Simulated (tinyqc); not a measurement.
Metal-interlayer-semiconductor contact, depinning against tunnelling resistance: one step of the calculation.

Zero bias, n-type semiconductor. Gap states at the semiconductor surface thin out as exp(-be ti), which unpins the barrier; electrons must then cross the interlayer (a rectangular barrier, no voltage drop across it) and the parabolic depleted layer, both by WKB. Energies E are counted from the Fermi level; no image force, parabolic bands.

Problem. Exponents and integrand on an energy grid. With U = phiB - xi: for xi < E < phiB, y = (E - xi)/U and G1 = (U/E00) [sqrt(1 - y) - y ln((1 + sqrt(1 - y))/sqrt(y))], G1 = 0 above phiB; G2 = 2 ti sqrt(mi max(phiB + dE - E, 0)/C), C = hbar^2/(2 m0); f = 1/(1 + exp(E/Vt)); integrand exp(-G1 - G2) f.

Values chosen for this exercise; semiconductor values close to those of silicon; interlayer mass of the order of that in aluminium oxide, offset chosen freely: temperature T = 250 K; interlayer thickness ti = 0.6 nm; conduction-band offset of the interlayer above the semiconductor dE = 2.42 eV; tunnelling mass in the interlayer mi = 0.35 m0.

Constants: q = 1.602176634e-19 C, kB = 1.380649e-23 J/K, hbar = 1.054571817e-34 J s, m0 = 9.1093837015e-31 kg, Vt = kB T/q, hbar^2/(2 m0) = 0.0380998212 eV nm^2. Results are converted to the units shown.

| point | E (eV) |
|---|---|
| 0 | -0.03 |
| 1 | -0.006 |
| 2 | 0.018 |
| 3 | 0.042 |
| 4 | 0.066 |
| 5 | 0.09 |
| 6 | 0.114 |
| 7 | 0.138 |
| 8 | 0.162 |
| 9 | 0.186 |
| 10 | 0.21 |
| 11 | 0.234 |
| 12 | 0.258 |
| 13 | 0.282 |
| 14 | 0.306 |
| 15 | 0.33 |

phiB = 0.45204251 eV
xi = -0.037976506 eV
E00 = 0.092983355 eV

Find: G1; G2; f; integrand.

Solution.

| point | G1 | G2 | f | integrand (1e-5) |
|---|---|---|---|---|
| 0 | 4.991 | 6.196 | 0.8010 | 1.110 |
| 1 | 4.393 | 6.170 | 0.5692 | 1.471 |
| 2 | 3.908 | 6.144 | 0.3025 | 1.304 |
| 3 | 3.482 | 6.119 | 0.1246 | 0.843 |
| 4 | 3.100 | 6.093 | 0.04463 | 0.454 |
| 5 | 2.752 | 6.066 | 0.01510 | 0.223 |
| 6 | 2.432 | 6.040 | 0.005008 | 0.105 |
| 7 | 2.137 | 6.014 | 0.001649 | 0.048 |
| 8 | 1.863 | 5.987 | 5.420e-4 | 0.021 |
| 9 | 1.610 | 5.961 | 1.780e-4 | 0.009 |
| 10 | 1.376 | 5.934 | 5.842e-5 | 0.004 |
| 11 | 1.160 | 5.907 | 1.918e-5 | 0.002 |
| 12 | 0.960 | 5.880 | 6.294e-6 | 0.001 |
| 13 | 0.777 | 5.853 | 2.066e-6 | 0.000 |
| 14 | 0.611 | 5.826 | 6.781e-7 | 0.000 |
| 15 | 0.461 | 5.799 | 2.226e-7 | 0.000 |

Range of the model: The depletion charge would drop about 0.22 V across such an interlayer (eps_r near 9) at ti = 0.6 nm and Nd = 5.3e19 cm^-3, against a band bending of 0.49 V; this model leaves that drop out.

Program tinyqc, `OMP_NUM_THREADS=1 python tinyqc.py 2270004 2270005 out.jsonl`; Intel Xeon 2.30GHz, shared host, one thread, about 0.03 s.
